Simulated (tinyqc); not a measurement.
Random telegraph noise from one oxide trap in a small MOSFET: two steps of the calculation.

An acceptor-like trap exchanges electrons with the channel. Inversion charge Q = Cox u, u = n Vt W0(exp((Vg - VT)/(n Vt))), W0 the Lambert function, n = nf, Cox = eps0 eox/tox; linear regime Id = (W/L) mu Q Vd. Relative to threshold the surface potential rises by Vt ln(u/u0) and the oxide voltage by the rest of Vg - VT, with u0 = n Vt W0(1).

Values chosen for this exercise; values of the order met in silicon transistors:
```
symbol,value,unit,meaning
T,200,K,temperature
eox,7.7,,relative permittivity of the gate insulator (close to silicon nitride)
tox,3.2,nm,insulator thickness
xt,1.4,nm,depth of the trap from the channel interface
nf,1.1,,body factor
W,43,nm,gate width
L,20,nm,gate length
mu,250,cm^2/(V s),mobility
asc,0,V s,scattering coefficient of the charged trap
Vd,0.1,V,drain voltage
```

Constants: q = 1.602176634e-19 C, kB = 1.380649e-23 J/K, Vt = kB T/q, eps0 = 8.8541878128e-14 F/cm where lengths are in cm. Results are converted to the units shown.

Task 1. Step height. A = W L; threshold step dV = q (1 - xt/tox)/(Cox A); gm/Id = 1/(u + n Vt); relative step dI/I = (gm/Id) dV + asc mu/A. Id as defined.

u = 0.54628351 V
N = 7.2643570e12 cm^-2

Give: electrons in the channel N A; dV; gm/Id; number part of dI/I; dI/I; Id; dI.

Result 1.

electrons in the channel N A = 62.47
dV = 4.919 mV
gm/Id = 1.769 1/V
number part of dI/I = 0.8702 %
dI/I = 0.8702 %
Id = 62.56 uA
dI = 544.4 nA

Task 2. Lorentzian spectrum. Spectrum S(f) = 4 dI^2/{(tc + te)[(1/tc + 1/te)^2 + (2 pi f)^2]}; corner fc = (1/tc + 1/te)/(2 pi); variance dI^2 tc te/(tc + te)^2. Give S at f = 0, at fc and at 10 fc.

tc = 1581.8432 s
te = 3767.2509 s
dI = 544.37338 nA

Wanted: fc; S(0); S(fc); S(10 fc); rms current.

Result 2.

fc = 1.429e-4 Hz
S(0) = 2.750e-10 A^2/Hz
S(fc) = 1.375e-10 A^2/Hz
S(10 fc) = 2.723e-12 A^2/Hz
rms current = 248.4 nA

The rms value is 0.456 of the step; it reaches its largest share, 1/2, when tc = te.

Range of the model: VT is taken as given; short-channel effects and the uneven flow of current among few electrons are left out.

Program tinyqc, `OMP_NUM_THREADS=1 python tinyqc.py 2710011 2710012 out.jsonl`; Intel Xeon 2.30GHz, shared host, one thread, about 0.01 s.
